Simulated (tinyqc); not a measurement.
Luttinger-Kohn k.p, four valence bands, step by step. One step of it, computed by the program tinyqc.

Question. Bloch Hamiltonian at k. P = c g1 k^2, Q = c g2 (kx^2 + ky^2 - 2 kz^2), R = c sqrt3 [-g2 (kx^2 - ky^2) + 2i g3 kx ky], S = 2 c sqrt3 g3 (kx - i ky) kz, c = hbar^2/2m = 3.809982 eV angstrom^2; rows [P+Q, -S, R, 0], [-S*, P-Q, 0, R], [R*, 0, P-Q, S], [0, R*, S*, P+Q]. The path ends lie at |k| = 0.06 1/angstrom.

Luttinger parameters chosen for this model; energies are counted downward from the top of the valence band:
```
parameter     value  unit
g1         5.860000
g2         2.120000
g3         2.350000
```

k point k (1/angstrom): [-0.034000, 0.002000, 0.035000]

Give: H(k) at k.

Answer.

H(k) at k (eV), order 3/2, 1/2, -1/2, -3/2:
$$\begin{pmatrix}
0.043 & 0.037+0.002i & -0.016-0.002i & 0.000 \\
0.037-0.002i & 0.064 & 0.000 & -0.016-0.002i \\
-0.016+0.002i & 0.000 & 0.064 & -0.037-0.002i \\
0.000 & -0.016+0.002i & -0.037+0.002i & 0.043
\end{pmatrix}$$
